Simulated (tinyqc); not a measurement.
# Small-signal admittance of a forward-biased p+-n diode: what changes with what

Holes injected into a neutral base of width wb with an ohmic contact at its end; low injection, p0 far above the equilibrium density. A small voltage v exp(i w t), w = 2 pi f, modulates the edge density by p0 v/Vt, and the small-signal density obeys Dp d2p/dx2 = (1/tau + i w) p.

Inputs (values chosen for the exercise); permittivity close to that of silicon:
```
symbol   value      unit                                   meaning
T          300         K                               temperature
eps_r     11.7                               relative permittivity
Nd      9.3e16     cm^-3                 donor density of the base
Dp         7.4    cm^2/s                hole diffusion coefficient
tau       2e-6         s                             hole lifetime
wb         6.2        um                 width of the neutral base
p0      3.8e14     cm^-3  excess hole density at the junction edge
Na        2e19     cm^-3           acceptor density of the p+ side
Rs      0.0015  ohm cm^2                         series resistance
f        1.8e7        Hz                          signal frequency
```

Constants: q = 1.602176634e-19 C, kB = 1.380649e-23 J/K, Vt = kB T/q, eps0 = 8.8541878128e-14 F/cm where lengths are in cm. Results are converted to the units shown.

Each table varies one quantity; the others keep the values above.

## Admittance against frequency

L = sqrt(Dp tau); direct current J = (q Dp p0/L) coth(wb/L); k = sqrt(1 + i w tau)/L; diffusion admittance Y = (q Dp p0/Vt) k coth(k wb) = G + i w C_diff; junction capacitance C_j = sqrt(q eps0 eps_r Nd/(2 Vr)) in the depletion approximation, with the remaining barrier Vr = Vt ln(Na/p0), a rough value under forward bias; base-width modulation is left out. Measured admittance 1/[Rs + 1/(Y + i w C_j)].

The same in every row: C_j (uF/cm^2) = 0.1657.

Results:
```
f (Hz)	w tau	G (S/cm^2)	C_diff (uF/cm^2)	measured G (S/cm^2)	measured C (uF/cm^2)	phase of the measured Y (degrees)
20000	0.2513	28.35	0.4850	27.20	0.5987	0.1585
90000	1.131	28.35	0.4850	27.20	0.5987	0.7133
4e5	5.027	28.36	0.4850	27.21	0.5987	3.165
6e6	75.40	30.65	0.4737	30.06	0.5838	36.21
3e7	377.0	60.43	0.3346	65.52	0.4137	49.96
1e8	1257	113.6	0.1805	138.2	0.2345	46.84
4e8	5027	227.1	0.09035	339.2	0.09382	34.81
2e9	2.513e4	507.8	0.04041	602.1	0.01133	13.30
```

Estimate the missing row, f = 1e6 Hz.

Computed row:
```
f (Hz)	w tau	G (S/cm^2)	C_diff (uF/cm^2)	measured G (S/cm^2)	measured C (uF/cm^2)	phase of the measured Y (degrees)
1e6	12.57	28.42	0.4847	27.28	0.5983	7.847
```

With this row back in the table: G starts at J/Vt = 28.4 S/cm^2 and C_diff at (J tau/(2 Vt))(1 - 2 x/sinh 2x) = 0.485 uF/cm^2, x = wb/L = 0.161. Between the last two rows G goes as f^(0.50) and C_diff as f^(-0.50); the limits are 1/2 and -1/2, reached when the signal penetrates only sqrt(Dp/w). The measured C is 8.0 % below C_diff + C_j in the first row and 95 % below it in the last, the difference being due to Rs.

## Effect of the excess hole density at the junction edge

Same model as above.

The same in every row: w tau = 226.19.

Effect of the excess hole density at the junction edge:
```
p0 (cm^-3)	G (S/cm^2)	C_diff (uF/cm^2)	C_j (uF/cm^2)	measured G (S/cm^2)	measured C (uF/cm^2)	phase of the measured Y (degrees)
9e9	0.0010557	9.6287e-6	0.11778	0.26714	0.11774	88.851
9e10	0.010557	9.6287e-5	0.12463	0.30890	0.12467	88.745
9e11	0.10557	9.6287e-4	0.13285	0.44874	0.13370	88.300
9e12	1.0557	0.0096287	0.14293	1.4981	0.15197	85.019
9e13	10.557	0.096287	0.15572	11.553	0.24378	67.266
9e14	105.57	0.96287	0.17271	106.63	0.82354	41.138
9e15	1055.7	9.6287	0.19682	484.47	1.0394	13.639
```

What does the comparison show?

As p0 goes from 9e9 to 9e15, G rises from 0.00106 to 1060 S/cm^2, C_diff rises from 9.63e-6 to 9.63 uF/cm^2 and the measured C rises from 0.118 to 1.04 uF/cm^2. C_diff exceeds C_j for p0 = 9e14, 9e15.

Computed by the program tinyqc: `OMP_NUM_THREADS=1 python tinyqc.py 2890101 2890102 out.jsonl`, one thread of a shared Intel Xeon 2.30GHz, about 0.01 s for the whole run.
